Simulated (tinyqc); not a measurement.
Sampled drift against the exact one: kinetic Monte Carlo and master equation for a particle on a ring of sites with traps and bias. Computed by tinyqc, a small Python program. Command: `OMP_NUM_THREADS=1 python tinyqc.py 3008451 3008452 out.jsonl kmc walk`. One thread of a shared host (Intel(R) Xeon(R) Processor @ 2.30GHz), about 0.06 s of CPU time with the checks.

8 sites on a ring, numbered 1 to 8. The saddle between i and i+1 lies at E0 + s b_i and site i at s eps_i; a force F tilts the landscape, with the saddle half-way.

Inputs (values chosen for the exercise, for a model defect):
```
quantity                         value         unit
reference barrier E0              0.65           eV
scale factor s of the disorder       1            -
attempt frequency nu               1.7          THz
temperature T                      640            K
site spacing a                     3.7     angstrom
force F along the ring          0.0018  eV/angstrom
seed of the random numbers      398076            -
```

Disorder: random barriers.

site energies eps_i (eV): 0  0  0  0  0  0  0  0

saddle shifts b_i between sites i and i+1 (eV): 0.022  0.0095  -0.054  -0.031  -0.082  0.024  0.024  0.037

Constants: k_B = 8.617333262e-05 eV/K.

Method:
- Rates: k(i to i+1) = nu exp(-(E0 + s b_i - s eps_i - F a/2)/(k_B T)), k(i to i-1) = nu exp(-(E0 + s b_(i-1) - s eps_i + F a/2)/(k_B T)).
- Share right = k right/(k right + k left); mean stay = 1/(k right + k left).
- Master equation dP/dt = W P, W_(i+1,i) = k right, W_(i-1,i) = k left, columns summing to zero. The steady state is its null vector; drift v = a sum P_i (k right - k left). D = a^2 lambda''(0)/2, where lambda(q) is the leading eigenvalue of W with right hops weighted by exp(q) and left hops by exp(-q).
- The slowest relaxation rate is minus the real part of the next eigenvalue of W. 1 angstrom = 1e-8 cm.
- 400 independent walkers start on sites drawn with weights P_i (k right + k left), the steady shares of hops (random numbers not printed); the estimate is total displacement over total time, with its standard error from the spread between walkers.

occupations P_i: 0.119888  0.113776  0.111239  0.120098  0.127289  0.140365  0.136087  0.131260

drift velocity v = 0.0520224 cm/s

Drift from sampling:
```
hops per walker  estimate (cm/s)  standard error (cm/s)  deviation in standard errors
10                      0.050811               0.018016                       -0.0672
30                      0.039209               0.010304                       -1.2435
100                     0.044281               0.005487                       -1.4109
300                     0.046822               0.003096                       -1.6798
1000                    0.052695               0.001783                        0.3772
3000                    0.051237               0.000993                       -0.7911
```

The exact drift is 0.05202 cm/s. The standard error falls by a factor 3.08 from 100 to 1000 hops (sqrt10 = 3.16), and in the last row it is 1.9 % of the drift.

Extremes, crossings and ranges named in words are read from the listed rows.
